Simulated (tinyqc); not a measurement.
Moments against temperature: two-sublattice mean-field magnet: ferrimagnet, compensation points and susceptibility. Computed by tinyqc, a small Python program. Command: `OMP_NUM_THREADS=1 python tinyqc.py 3002210 3002211 out.jsonl ferri walk`. One thread of a shared host (Intel(R) Xeon(R) Processor @ 2.30GHz), about 0.01 s of CPU time with the checks.

A random alloy A(1-x)B(x) with H = -sum over pairs J S_i.S_j. a = <S_A> and b = <S_B> are taken along z, a > 0. Exchange fields: h_A = (1 - x) zJ_AA a + x zJ_AB b, h_B = (1 - x) zJ_AB a + x zJ_BB b; a = S_A B_(S_A)(S_A h_A/(k_B T)) and likewise for b, with the Brillouin function B_S(y) = [(2S + 1)/(2S)] coth[(2S + 1) y/(2S)] - [1/(2S)] coth[y/(2S)].

Inputs (values chosen for the exercise, for a model ferrimagnet): spin S_A = 2; spin S_B = 1.5; g factor g_A = 2.2; g factor g_B = 2; fraction x of B sites = 0.14; z J_AA = 21.3 meV; z J_BB = 3.5 meV; z J_AB = -5.4 meV; T over T_c = 0.61.

Constants: k_B = 8.617333262e-05 eV/K.

Method:
- Linearised, T (a, b) = M (a, b) with M_ij = S_i (S_i + 1) c_j zJ_ij/(3 k_B), c_A = 1 - x, c_B = x. T_c is the larger eigenvalue, and its eigenvector gives b/a at onset, (T_c - M_AA)/M_AB.
- Repeat from a = S_A, b = -S_B until a and b change by less than 1e-10.
- Net moment m = (1 - x) g_A a + x g_B b in mu_B per site; net spin s = (1 - x) a + x b.

T_c = 427.952 K

Sublattices:
```
T/T_c   T (K)    a/S_A   -b/S_B  m (mu_B)
0.05    21.40  1.00000  0.99708    3.3652
0.15    64.19  0.99944  0.86900    3.4169
0.30   128.39  0.98106  0.60099    3.4599
0.45   192.58  0.92855  0.41527    3.3392
0.60   256.77  0.83970  0.29111    3.0552
0.72   308.13  0.73412  0.21478    2.6877
0.84   359.48  0.57858  0.14616    2.1279
0.92   393.72  0.42014  0.09722    1.5490
0.97   415.11  0.26146  0.05748    0.9652
```

What does the comparison show, and why?

At 0.45 T_c A keeps 0.93 and B 0.42 of saturation. |m| first rises, to 3.460 at 0.3 T_c, because the minority sublattice falls faster (type P).
